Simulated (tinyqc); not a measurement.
Inside a calculation. Model: frequency dispersion of an accumulation capacitance by border traps, distributed model.

Numbers from tinyqc (`OMP_NUM_THREADS=1 python tinyqc.py 2202133 2202134 out.jsonl`; about 0.3 s on one thread of a shared Intel Xeon 2.30GHz). Printed values are rounded.

Traps spread evenly through the insulator exchange electrons with the semiconductor by tunnelling, with tau(x) = t0 exp(2 ka x) at depth x from the interface. The admittance per area Y seen at depth x obeys dY/dx = -Y^2/(i w eps0 eox) + q Nb ln(1 + i w tau)/tau, with Y(0) = i w Cs and w = 2 pi f; the gate sees Y(tox) = G + i w C. Working variable y = Y/(i w), in uF/cm^2. Cox = eps0 eox/tox.

Values chosen for this exercise; permittivity close to that of hafnium oxide: relative permittivity of the insulator eox = 18.8; insulator thickness tox = 3.1 nm; semiconductor capacitance in accumulation Cs = 7.7 uF/cm^2; density of border traps Nb = 7.4e19 cm^-3 eV^-1; decay constant of the wave function in the insulator ka = 5.8 1/nm; time constant of a trap at the interface t0 = 9e-11 s; frequency f = 10000 Hz; depth down to which the steps are taken xe = 1.5 nm.

Constants: q = 1.602176634e-19 C, eps0 = 8.8541878128e-14 F/cm where lengths are in cm. Results are converted to the units shown.

## Scales and lumped estimate

Cox; trap-free value 1/(1/Cox + 1/Cs); response depth d = ln(1/(w t0))/(2 ka), where w tau = 1; lumped estimate: all traps within d act as C_bt = q Nb d placed at d/2, so C = 1/{1/[1/(1/Cs + d/(2 eps0 eox)) + C_bt] + (tox - d/2)/(eps0 eox)}.

Cox = 5.36964 uF/cm^2
trap-free C = 3.16353 uF/cm^2
d = 1.04164 nm
C_bt = 1.23498 uF/cm^2
lumped C = 3.45600 uF/cm^2

The traps within reach amount to 0.160 Cs and lie in the first 33.6 % of the insulator.

## Midpoint steps through the active depth

In terms of y: dy/dx = -y^2/(eps0 eox) + s(x), s = q Nb ln(1 + z)/z, z = i w tau. 8 midpoint steps of h = xe/8: y_half = y + (h/2) y'(x, y), y(new) = y + h y'(x + h/2, y_half).

```
point   x (nm)  s (uF/(cm^2 nm))       y (uF/cm^2)
0            0  1.18561+0.00000i  7.70000+0.00000i
1       0.1875  1.18561-0.00003i  7.29254+0.00000i
2        0.375  1.18561-0.00026i  6.94635-0.00002i
3       0.5625  1.18560-0.00229i  6.64999-0.00016i
4         0.75  1.18516-0.02011i  6.39460-0.00137i
5       0.9375  1.15210-0.16966i  6.17257-0.01207i
6        1.125  0.54431-0.46635i  5.93998-0.08107i
7      1.31250  0.07824-0.16096i  5.60334-0.12426i
8          1.5  0.00911-0.03094i  5.27597-0.12185i
```

## Capacitance and conductance at the gate

y at xe = 5.27597-0.12185i uF/cm^2

Beyond xe the traps are ignored, so 1/y(tox) = 1/y(xe) + (tox - xe)/(eps0 eox); C = Re y, G/w = -Im y, loss tangent G/(w C).

y at the gate = 3.50110-0.05364i uF/cm^2
C = 3.50110 uF/cm^2
G/w = 0.0536401 uF/cm^2
loss tangent = 0.0153209

A fine integration over the whole insulator gives C = 3.5003 and G/w = 0.05526 uF/cm^2; the coarse G/w is 2.9 % below that. The fine C is 11 % above the trap-free value, and the lumped estimate is 1.3 % below the fine result.
